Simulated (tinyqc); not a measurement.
Tunnelling through a two-layer gate stack, WKB transmission and Tsu-Esaki current: one step of the calculation.

Electrons leave the emitter at x = 0. Energies E (motion across the layers) are in eV from the emitter Fermi level; the collector Fermi level lies at -V and offers states at every E. No charge in the dielectric and no image force: F1 = V/(t1 + t2 eps1/eps2), F2 = F1 eps1/eps2; U = phi1 - F1 x in layer 1 and phi2 - F1 t1 - F2 (x - t1) in layer 2. With C = hbar^2/(2 m0), kappa = sqrt(m (U - E)/C) where U > E and 0 elsewhere; T(E) = exp(-S), S = 2 times the integral of kappa over x.

Task. WKB exponent in closed form. Each layer adds (2/F) sqrt(m/C) [G(u at its left edge) - G(u at its right edge)] to S, with u = U - E (0 where negative) and G(u) = (2/3) u^1.5. The slope follows from 1/d = -dS/dE.

Inputs (values chosen for the exercise); layer 1 close to silicon dioxide, layer 2 close to aluminium oxide: barrier of layer 1 above the emitter Fermi level at zero bias phi1 = 3.05 eV; tunnelling mass of layer 1 m1 = 0.51 m0; thickness of layer 1 t1 = 0.7 nm; relative permittivity of layer 1 eps1 = 3.95; barrier of layer 2 at zero bias phi2 = 2.54 eV; tunnelling mass of layer 2 m2 = 0.41 m0; thickness of layer 2 t2 = 3.8 nm; relative permittivity of layer 2 eps2 = 8.95; voltage across the dielectric V = 1.2 V; energy of the electron followed E = 0 eV.

Constants: q = 1.602176634e-19 C, hbar = 1.054571817e-34 J s, m0 = 9.1093837015e-31 kg, hbar^2/(2 m0) = 0.0380998212 eV nm^2. Results are converted to the units shown.

Wanted: S; T(E); energy d over which T(E) grows by a factor e.

Result.

S = 41.71
T(E) = 7.708e-19
energy d over which T(E) grows by a factor e = 0.09117 eV

The midpoint rule gives S = 41.716, so its T(E) is 0.92 % below this value. The band edge stays above E through the whole stack: direct tunnelling through a trapezoid.

tinyqc, about 0.04 s, one thread, Intel Xeon 2.30GHz (shared host): `OMP_NUM_THREADS=1 python tinyqc.py 2540130 2540131 out.jsonl`
